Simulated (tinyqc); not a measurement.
Worked calculation: Hueckel theory of the pi electrons with the omega technique, for the molecule O=c1cccc(F)cc1 (SMILES; centres numbered as the heavy atoms are written). One step of it, computed by the program tinyqc.

Problem. Orbitals, round 1. Diagonalise; E = alpha + x beta with beta < 0, so the largest x are filled first; degenerate levels share their electrons. P = sum n_i c_ri c_si; each orbital has its largest coefficient positive (the first on a tie).

Hueckel matrix in units of beta (H = alpha + beta A), lower triangle:
```
          1O        2C        3C        4C        5C        6C        7F        8C
1O  0.990000
2C  1.000000  0.000000
3C  0.000000  1.000000  0.000000
4C  0.000000  0.000000  1.000000  0.000000
5C  0.000000  0.000000  0.000000  1.000000  0.000000
6C  0.000000  0.000000  0.000000  0.000000  1.000000  0.000000
7F  0.000000  0.000000  0.000000  0.000000  0.000000  0.680000  3.380000
8C  0.000000  0.000000  0.000000  0.000000  0.000000  1.000000  0.000000  0.000000
9C  0.000000  1.000000  0.000000  0.000000  0.000000  0.000000  0.000000  1.000000

          9C
9C  0.000000
```

pi electrons, sum of z_r less the charge = 10

Give: x values; occupations; coefficients; charge and bond-order matrix P.

Solution.

x values: 3.539  2.181  1.560  1.235  0.691  -0.465  -0.631  -1.827  -1.914

occupations: 2.000  2.000  2.000  2.000  2.000  0.000  0.000  0.000  0.000

coefficients:
```
      MO1     MO2     MO3     MO4     MO5     MO6     MO7     MO8
1O  0.004   0.462  -0.487  -0.047   0.644  -0.032   0.300  -0.013
2C  0.010   0.550  -0.278  -0.011  -0.193   0.047  -0.487   0.036
3C  0.009   0.373   0.053  -0.404  -0.407  -0.514  -0.044  -0.252
4C  0.022   0.263   0.360  -0.487  -0.088   0.192   0.515   0.424
5C  0.070   0.201   0.510  -0.198   0.346   0.425  -0.281  -0.522
6C  0.226   0.175   0.435   0.243   0.327  -0.389  -0.338   0.530
7F  0.968  -0.099  -0.162  -0.077  -0.083   0.069   0.057  -0.069
8C  0.070   0.248   0.279   0.550  -0.064  -0.291   0.455  -0.399
9C  0.023   0.366   0.001   0.436  -0.371   0.524   0.051   0.198

       MO9
1O  -0.201
2C   0.585
3C  -0.448
4C   0.272
5C  -0.073
6C  -0.132
7F   0.017
8C   0.315
9C  -0.470
```

charge and bond-order matrix P, lower triangle:
```
        1O      2C      3C      4C      5C     6C      7F     8C
1O   1.736
2C   0.532   0.835
3C  -0.193   0.547   0.940
4C  -0.176   0.134   0.700   0.889
5C   0.153  -0.190   0.083   0.608   0.927
6C   0.138  -0.176  -0.282   0.121   0.674  0.873
7F  -0.025   0.034   0.056  -0.036  -0.096  0.170   1.974
8C  -0.176   0.131  -0.177  -0.190   0.132  0.587  -0.078  0.902
9C  -0.181   0.536   0.222  -0.166  -0.278  0.108  -0.035  0.712

       9C
9C  0.925
```
